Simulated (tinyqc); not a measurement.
Critical points: density of states of one tight-binding band on the square lattice.

E(k) = -2 t (c1 + c2) - 4 t2 c1 c2 with ci = cos(2 pi ki); k in fractions of the reciprocal vectors, mesh k_i = j/N with j = 0 .. N-1. Densities are per cell and per spin, so the band holds one state.

Parameters, chosen for this exercise: t = 1.69 eV (nearest hopping); t2 = 0.14 eV (second hopping).

The gradient vanishes at these points by symmetry; the signs of the eigenvalues of the second-derivative matrix give the type.

Critical points:

| point | k | E (eV) | positive | negative | type |
|---|---|---|---|---|---|
| Gamma | (0, 0) | -7.3200 | 2 | 0 | minimum |
| X | (0.5, 0) | 0.5600 | 1 | 1 | saddle |
| M | (0.5, 0.5) | 6.2000 | 0 | 2 | maximum |

What can be read from this table?

Gamma is a minimum at -7.320 eV: g has a step there. X is a saddle at 0.560 eV: g diverges logarithmically there. M is a maximum at 6.200 eV: g has a step there.

Computed by tinyqc, a small Python program: `OMP_NUM_THREADS=1 python tinyqc.py 1651242 1651243 out.jsonl` (the numbers bound the seed that draws the inputs); one thread of a shared host (Intel(R) Xeon(R) Processor @ 2.30GHz), about 0.08 s for the whole set of steps.
